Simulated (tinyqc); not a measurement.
What each parameter does: shallow acceptor in the spherical four-band model.

Units Ry* = Ry/(g1 eps^2) and a* = a0 eps g1; mu = (6 g3 + 4 g2)/(5 g1) is the spherical heavy-light coupling and delta = (g3 - g2)/g1 the cubic term, which is left out.

The ground state 1S3/2 has an L = 0 part f(r) and an L = 2 part g(r). In units of Ry* and a*, with Gaussians f_i = exp(-a_i r^2), g_i = r^2 exp(-a_i r^2), A = a_i + a_j and I(n) = Gamma((n + 1)/2)/(2 A^((n + 1)/2)): S_ff = I(2), S_gg = I(6), H_ff = (6 a_i a_j/A) I(2) - 2 I(1), H_gg = (14 a_i a_j/A) I(6) - 2 I(5), H_fg = -mu [15 I(2) - 20 a_j I(4) + 4 a_j^2 I(6)]; each function is then normalised. The split-off band is left out.

Converged values use 22 exponents 2.2^i, i = -7 to 14, for f and for g.
Constants: Ry = 13.60569312 eV; a0 (Bohr radius) = 0.5291772105 angstrom.

Values chosen for the exercise (near those of a shallow acceptor in Si, where the small spin-orbit splitting and strong warping make this model rough; not measured data): g1 = 4.27 (Luttinger gamma1); g2 = 0.34 (gamma2); g3 = 1.45 (gamma3); eps = 11.8 (dielectric constant).

Converged values.

Results for these values:
```
case     mu  Ry* (meV)  binding (meV)  <r> (angstrom)
base  0.471      22.88          28.74            32.9
```

What happens to each result for g3 = 1.33, all else kept?

Answer: mu falls from 0.471 to 0.437; Ry* does not change at the printed digits; binding falls from 28.74 to 27.74; <r> rises from 32.9 to 34.0.

The same for each parameter in turn:
```
case           mu  Ry* (meV)  binding (meV)  <r> (angstrom)
base        0.471      22.88          28.74            32.9
g1 = 4.61   0.436      21.20          25.67            36.7
g2 = 0.29   0.462      22.88          28.44            33.2
g3 = 1.33   0.437      22.88          27.74            34.0
eps = 10.8  0.471      27.32          34.30            30.2
```

g1 acts twice: it lowers Ry* and it lowers mu.

tinyqc: `OMP_NUM_THREADS=1 python tinyqc.py 1250875 1250876 out.jsonl`; about 0.03 s, one thread, shared Intel(R) Xeon(R) Processor @ 2.30GHz.
